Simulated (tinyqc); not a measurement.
p-n diode with diffusion and depletion-layer recombination: two steps of the calculation.

Abrupt junction in the depletion approximation, low injection, full ionisation, neutral widths fixed, ohmic contact on the p side. Vj is the junction voltage; where a series resistance Rs is given, V = Vj + J Rs is the terminal voltage.

Values chosen for this exercise; band and dielectric values close to those of gallium nitride: temperature T = 450 K; band gap Eg = 3.43 eV; relative permittivity eps_r = 9.41; conduction-band density of states at T Nc = 4.19e18 cm^-3; valence-band density of states at T Nv = 8.51e19 cm^-3; acceptor density Na = 1e16 cm^-3; donor density Nd = 1.4e16 cm^-3; electron lifetime tn = 3e-6 s; hole lifetime tp = 8e-8 s; series resistance Rs = 0.00022 ohm cm^2; trap level above the intrinsic level Et = 0.16 eV; junction voltage at which recombination is evaluated Vj = 2.18 V; terminal voltage V = 2.91 V.

Constants: q = 1.602176634e-19 C, kB = 1.380649e-23 J/K, Vt = kB T/q, eps0 = 8.8541878128e-14 F/cm where lengths are in cm. Results are converted to the units shown.

Question 1. Recombination in the depleted layer. ni = sqrt(Nc Nv) exp(-Eg/(2 Vt)), Eg in volts. Vbi = Vt ln(Na Nd/ni^2), W = sqrt(2 eps0 eps_r (Vbi - Vj)(1/Na + 1/Nd)/q), xp = W Nd/(Na + Nd), xn = W Na/(Na + Nd); u(x) = q Na (x + xp)^2/(2 eps0 eps_r) for x < 0 and Vbi - Vj - q Nd (xn - x)^2/(2 eps0 eps_r) for x > 0; p = Na exp(-u/Vt), n = Nd exp((u - Vbi + Vj)/Vt); U = ni^2 (exp(Vj/Vt) - 1)/(tp (n + ni exp(Et/Vt)) + tn (p + ni exp(-Et/Vt))); J_scr = q times the integral of U from -xp to xn. Trapezoid rule on 16 equal steps.

Give: W; x; u; n; p; U; J_scr.

Answer 1.

W = 347.69 nm

```
point,x (nm),u (V),n (cm^-3),p (cm^-3),U (cm^-3 s^-1)
0,-202.82,0.00000,3.5708e8,1.0000e16,1.1903e14
1,-181.09,0.00454,4.0143e8,8.8951e15,1.3381e14
2,-159.36,0.01816,5.7037e8,6.2605e15,1.9012e14
3,-137.63,0.04086,1.0242e9,3.4863e15,3.4141e14
4,-115.90,0.07264,2.3245e9,1.5361e15,7.7484e14
5,-94.17,0.11351,6.6676e9,5.3554e14,2.2225e15
6,-72.43,0.16345,2.4172e10,1.4773e14,8.0571e15
7,-50.70,0.22247,1.1075e11,3.2242e13,3.6912e16
8,-28.97,0.29058,6.4130e11,5.5680e12,2.1311e17
9,-7.24,0.36776,4.6934e12,7.6081e11,1.3435e18
10,14.49,0.44918,3.8315e13,9.3195e10,1.0676e18
11,36.22,0.51910,2.3251e14,1.5358e10,1.9150e17
12,57.95,0.57631,1.0165e15,3.5127e9,4.3903e16
13,79.68,0.62080,3.2021e15,1.1151e9,1.3939e16
14,101.41,0.65258,7.2674e15,4.9134e8,6.1417e15
15,123.14,0.67165,1.1883e16,3.0048e8,3.7560e15
16,144.87,0.67801,1.4000e16,2.5505e8,3.1882e15
```

J_scr = 1.0214e-6 A/cm^2

Question 2. New Vj. Diffusion current alone: J = J0 (exp(Vj/Vt) - 1), g = Vj + J Rs - V, g' = 1 + Rs J0 exp(Vj/Vt)/Vt, Vj(new) = Vj - g/g'.

Vj at the start = 2.91 V
J0 = J0n + J0p = 2.8679791e-30 A/cm^2

Wanted: J; g; g'; Vj after iteration 1.

Answer 2.

J = 1117 A/cm^2
g = 0.2458 V
g' = 7.338
Vj after iteration 1 = 2.877 V

tinyqc, about 0.01 s, one thread, Intel Xeon 2.30GHz (shared host): `OMP_NUM_THREADS=1 python tinyqc.py 2260020 2260021 out.jsonl`
